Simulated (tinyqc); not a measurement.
Resistance of a tapered via with liner, size effect and interface: one step of the calculation.

A round via whose diameter grows from db at the bottom as D(z) = db + 2 z/tan(ang). The fill, of diameter D - 2 tl, starts above the bottom liner (thickness fb tl) and has rho = rho0 (1 + ks lam/(D - 2 tl)); the sidewall liner conducts in parallel with it. The bottom liner and the interface are crossed over the full area pi db^2/4. Spreading in the lines above and below is left out.

Task. Slices of the via. Slices between z0 = fb tl and hv, evaluated at their midpoints: conductance per length pi/4 [(D - 2 tl)^2/rho + (D^2 - (D - 2 tl)^2)/rl], slice resistance = slice height over that. 6 slices.

Values chosen for this exercise; fill metal close to copper:
- db = 57 nm (diameter at the bottom)
- hv = 200 nm (height)
- ang = 89 degrees (sidewall angle)
- rho0 = 1.65 uohm cm (bulk resistivity of the fill)
- lam = 40.1 nm (mean free path of the fill)
- ks = 1.1 (size-effect factor)
- tl = 2.6 nm (liner on the sidewall)
- fb = 0.5 (liner at the bottom over that on the sidewall)
- rl = 370 uohm cm (resistivity of the liner)

Find: z; D; rho; slice resistance.

Result.

z, slice 0 to 5 (nm): [17.858, 50.975, 84.092, 117.21, 150.32, 183.44]
D, slice 0 to 5 (nm): [57.623, 58.780, 59.936, 61.092, 62.248, 63.404]
rho, slice 0 to 5 (uohm cm): [3.0383, 3.0084, 2.9797, 2.9522, 2.9258, 2.9005]
slice resistance, slice 0 to 5 (ohm): [0.46537, 0.44114, 0.41869, 0.39786, 0.37850, 0.36048]

Computed by the program tinyqc: `OMP_NUM_THREADS=1 python tinyqc.py 2750112 2750113 out.jsonl`, one thread of a shared Intel Xeon 2.30GHz, about 0.01 s for the whole run.
